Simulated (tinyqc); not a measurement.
# Depletion-mode phase shifter in a rib waveguide and its Mach-Zehnder modulator: what changes with what

A lateral p-n junction at x0 in a waveguide whose mode intensity is a Gaussian of rms width s about x = 0; p side at smaller x. Reverse bias removes carriers and raises the index. Abrupt junction, doping uniform over the whole mode, lumped electrode (no travelling-wave effects).

Inputs (values chosen for the exercise); values close to those of silicon near 1550 nm: wavelength lam = 1550 nm; relative permittivity of the semiconductor eps_r = 11.7; acceptor density Na = 7.4e17 cm^-3; donor density Nd = 2.7e17 cm^-3; built-in voltage Vb = 0.98 V; rms width of the lateral mode intensity s = 120 nm; junction offset towards the n side x0 = 0 nm; vertical confinement times ng/n G = 0.9; rib height hr = 220 nm; fringe capacitance Cf = 33 pF/m; series resistance Rs = 13.3 ohm mm; reverse bias V = 4 V; passive loss a0 = 1.5 dB/cm.

Constants: q = 1.602176634e-19 C, eps0 = 8.8541878128e-14 F/cm where lengths are in cm. Results are converted to the units shown.

Each table varies one quantity; the others keep the values above.

## Effect of the donor density

Free-carrier changes (empirical, N and P in cm^-3): |dn| = 8.5e-18 P^0.8 for holes, 8.8e-22 N for electrons; absorption 6e-18 P and 8.5e-18 N in 1/cm. W = sqrt(2 eps0 eps_r (Vb + V)(1/Na + 1/Nd)/q); edges xp = x0 - W Nd/(Na + Nd), xn = x0 + W Na/(Na + Nd); F(x) = [1 + erf(x/(sqrt(2) s))]/2. dneff = G {dn_h [F(xp(0)) - F(xp(V))] + dn_e [F(xn(V)) - F(xn(0))]}; VpiL = lam V/(2 dneff); loss = a0 + 4.343 G {a_h F(xp) + a_e [1 - F(xn)]} dB/cm at V; C = eps0 eps_r hr/W + Cf; fRC = 1/(2 pi Rs C).

Results:
```
Nd (cm^-3)	dneff	VpiL (V cm)	loss (dB/cm)	VpiL x loss (V dB)	C (pF/m)	fRC (GHz)
5e16	6.875e-5	4.509	8.835	39.84	94.46	126.7
9.4e16	9.787e-5	3.167	8.453	26.77	115.0	104.0
1.7e17	1.343e-4	2.308	8.299	19.15	138.6	86.34
6.1e17	2.236e-4	1.386	12.05	16.70	197.2	60.68
1.1e18	2.575e-4	1.204	18.79	22.62	221.9	53.93
2.1e18	2.842e-4	1.091	34.26	37.36	243.1	49.23
4e18	3.011e-4	1.030	65.09	67.02	257.4	46.49
```

Estimate the missing row, Nd = 3.3e17 cm^-3.

Computed row:
```
Nd (cm^-3)	dneff	VpiL (V cm)	loss (dB/cm)	VpiL x loss (V dB)	C (pF/m)	fRC (GHz)
3.3e17	1.813e-4	1.710	9.104	15.57	168.7	70.94
```

With this row back in the table: As Nd goes from 5e16 to 4e18 cm^-3, VpiL falls from 4.51 to 1.03 V cm, the loss goes from 8.83 through a minimum of 8.30 (at Nd = 1.7e17 cm^-3 among the rows listed) to 65.1 dB/cm, their product goes from 39.8 through a minimum of 15.6 (at Nd = 3.3e17 cm^-3 among the rows listed) to 67.0 V dB and fRC falls from 127 to 46.5 GHz. Rs is held fixed, though in a real device it falls with doping. For Nd = 6.1e17 to 4e18 cm^-3 the peak field passes 0.7 MV/cm, near breakdown of such junctions.

## Effect of the junction offset towards the n side

Same model as above.

The same in every row: C (pF/m) = 159.3; fRC (GHz) = 75.11.

Effect of the junction offset towards the n side:
```
x0 (nm)	dneff	VpiL (V cm)	loss (dB/cm)	VpiL x loss (V dB)
-150	8.785e-5	3.529	7.369	26.01
-105	1.197e-4	2.589	6.931	17.95
-60	1.479e-4	2.096	7.141	14.97
-15	1.648e-4	1.881	8.166	15.36
30	1.647e-4	1.882	9.921	18.68
75	1.465e-4	2.116	12.09	25.57
120	1.154e-4	2.686	14.24	38.26
165	8.008e-5	3.871	16.05	62.11
```

What does the comparison show?

As x0 goes from -150 to 165 nm, VpiL goes from 3.53 through a minimum of 1.88 (at x0 = -15 nm among the rows listed) to 3.87 V cm, the loss goes from 7.37 through a minimum of 6.93 (at x0 = -105 nm among the rows listed) to 16.0 dB/cm, their product goes from 26.0 through a minimum of 15.0 (at x0 = -60 nm among the rows listed) to 62.1 V dB and fRC stays at 75.1 GHz. In the row of smallest VpiL the p-side edge moves from -36.4 to -63.2 nm and the n-side edge from 43.6 to 117 nm, against s = 120 nm.

## Effect of the acceptor density

Same model as above.

Results:
```
Na (cm^-3)	dneff	VpiL (V cm)	loss (dB/cm)	VpiL x loss (V dB)	C (pF/m)	fRC (GHz)
5e16	4.148e-5	7.473	4.244	31.71	91.33	131.0
9.4e16	7.755e-5	3.997	3.868	15.46	108.0	110.8
1.7e17	1.179e-4	2.629	3.807	10.01	124.7	95.94
3.3e17	1.519e-4	2.040	4.707	9.604	142.4	84.01
6.1e17	1.656e-4	1.872	7.318	13.70	155.9	76.78
2.1e18	1.585e-4	1.955	24.09	47.10	171.9	69.61
4e18	1.478e-4	2.097	46.22	96.92	175.8	68.06
```

Estimate the missing row, Na = 1.1e18 cm^-3.

Computed row:
```
Na (cm^-3)	dneff	VpiL (V cm)	loss (dB/cm)	VpiL x loss (V dB)	C (pF/m)	fRC (GHz)
1.1e18	1.660e-4	1.868	12.64	23.61	165.2	72.42
```

With this row back in the table: As Na goes from 5e16 to 4e18 cm^-3, VpiL goes from 7.47 through a minimum of 1.87 (at Na = 1.1e18 cm^-3 among the rows listed) to 2.10 V cm, the loss goes from 4.24 through a minimum of 3.81 (at Na = 1.7e17 cm^-3 among the rows listed) to 46.2 dB/cm, their product goes from 31.7 through a minimum of 9.60 (at Na = 3.3e17 cm^-3 among the rows listed) to 96.9 V dB and fRC falls from 131 to 68.1 GHz. Rs is held fixed, though in a real device it falls with doping.

Numbers from tinyqc (`OMP_NUM_THREADS=1 python tinyqc.py 2650021 2650022 out.jsonl`; about 0.01 s on one thread of a shared Intel Xeon 2.30GHz).
